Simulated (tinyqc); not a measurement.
Special k points of the square lattice: one step. Irreducible points and weights. Three cases, with inputs chosen for the exercise.

Question. Join points that an operation carries into one another (modulo reciprocal vectors); list each class by its first point in the order of (j1, j2, ...).

Lattice vectors in units of a: a1 = (1, 0), a2 = (0, 1); reciprocal vectors b_i with a_i . b_j = 2 pi delta_ij. Mesh: k = sum_i f_i b_i with f_i = (2 j_i + shift)/(2 N), j_i = 0 .. N-1. The point group of the lattice has 8 operations; only those that map the mesh onto itself are used.

Give: Irreducible points; operations that keep the mesh; irreducible points.

Case 1.

Values chosen: N = 9 (points along each reciprocal vector); shift = 0 (half steps).

Answer.

Irreducible points:
```
f1          f2  weight
0.0000  0.0000       1
0.0000  0.1111       4
0.0000  0.2222       4
0.0000  0.3333       4
0.0000  0.4444       4
0.1111  0.1111       4
0.1111  0.2222       8
0.1111  0.3333       8
0.1111  0.4444       8
0.2222  0.2222       4
0.2222  0.3333       8
0.2222  0.4444       8
0.3333  0.3333       4
0.3333  0.4444       8
0.4444  0.4444       4
```

operations that keep the mesh = 8
irreducible points = 15

The weights add up to 81 = N^2; symmetry saves a factor 5.4.

Case 2.

Values chosen: N = 3 (points along each reciprocal vector); shift = 1 (half steps).

Answer.

Irreducible points:
```
f1          f2  weight
0.1667  0.1667       4
0.1667  0.5000       4
0.5000  0.5000       1
```

operations that keep the mesh = 8
irreducible points = 3

The weights add up to 9 = N^2; symmetry saves a factor 3.0.

Case 3.

Values chosen: N = 8 (points along each reciprocal vector); shift = 1 (half steps).

Answer.

Irreducible points:
```
f1          f2  weight
0.0625  0.0625       4
0.0625  0.1875       8
0.0625  0.3125       8
0.0625  0.4375       8
0.1875  0.1875       4
0.1875  0.3125       8
0.1875  0.4375       8
0.3125  0.3125       4
0.3125  0.4375       8
0.4375  0.4375       4
```

operations that keep the mesh = 8
irreducible points = 10

The weights add up to 64 = N^2; symmetry saves a factor 6.4.

Computed by tinyqc, one run a case: `OMP_NUM_THREADS=1 python tinyqc.py N N+1 out.jsonl` with N = 1681289, 1681784, 1682447; one thread of a shared Intel(R) Xeon(R) Processor @ 2.30GHz, about 0.1 s a run at most.
